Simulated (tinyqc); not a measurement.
Layer from its matrix.

Inverse problem. For (psi, psi'/m) a flat barrier below its edge has M = [[cosh Kd, (m/K) sinh Kd], [(K/m) sinh Kd, cosh Kd]], K = sqrt(m (U - E)/C), C = hbar^2/(2 m0). Its width is d = 1.5 nm. Find K, m and U.

Values chosen for this exercise: electron energy E = 0.319 eV.

Constants: q = 1.602176634e-19 C, hbar = 1.054571817e-34 J s, m0 = 9.1093837015e-31 kg, hbar^2/(2 m0) = 0.0380998212 eV nm^2. Results are converted to the units shown.

M of the layer (M12 in nm, M21 in 1/nm):
```
           1           2
1  1.4666189  0.13296041
2  8.6564942   1.4666189
```

Solution. K = arcosh(M11)/d, m/K = sqrt(M12/M21), and U = E + C K^2/m.

K = 0.6213 1/nm
m = 0.07700 m0
U = 0.5100 eV

Numbers from tinyqc (`OMP_NUM_THREADS=1 python tinyqc.py 2560126 2560127 out.jsonl`; about 0.1 s on one thread of a shared Intel Xeon 2.30GHz).
